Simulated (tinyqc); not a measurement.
Slope factor and drain-induced lowering from three currents.

Question. With source and body at 0 V, I = A exp((Vg + dd Vd)/(nf Vt)) (1 - exp(-Vd/Vt)). Find nf, the swing nf Vt ln 10 and dd.

Inputs (values chosen for the exercise):
- T = 398 K (temperature)

Constants: q = 1.602176634e-19 C, kB = 1.380649e-23 J/K, Vt = kB T/q. Results are converted to the units shown.

currents at (Vg, Vd) = (0, 0.05), (0, 1) and (0.07, 1) V (nA/um): [0.10436974, 0.47018534, 2.1565350]

Answer. The pair at equal Vd gives nf; the pair at equal Vg, after dividing out the factors 1 - exp(-Vd/Vt), gives dd.

nf = 1.34
swing = 106 mV/decade
dd = 0.0600

Program tinyqc, `OMP_NUM_THREADS=1 python tinyqc.py 2242007 2242008 out.jsonl`; Intel Xeon 2.30GHz, shared host, one thread, about 0.03 s.
